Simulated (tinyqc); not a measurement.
Worked calculation: MP2 on RHF in the sto-3g basis, for H4, spin multiplicity 1. One step of it, computed by the program tinyqc.

Problem. Orthogonalisation. S = U s U^T; symmetric (Loewdin) form X = U s^(-1/2) U^T, so that X^T S X = 1.

overlap S:
```
          1H 1s     2H 1s     3H 1s     4H 1s
1H 1s  1.000000  0.511931  0.077156  0.011078
2H 1s  0.511931  1.000000  0.347358  0.077020
3H 1s  0.077156  0.347358  1.000000  0.511332
4H 1s  0.011078  0.077020  0.511332  1.000000
```

Give: eigenvalues of S; X.

Solution.

eigenvalues of S: 0.355  0.567  1.287  1.791

X:
```
        1H 1s   2H 1s   3H 1s   4H 1s
1H 1s   1.127  -0.326   0.046  -0.009
2H 1s  -0.326   1.191  -0.233   0.046
3H 1s   0.046  -0.233   1.191  -0.325
4H 1s  -0.009   0.046  -0.325   1.127
```
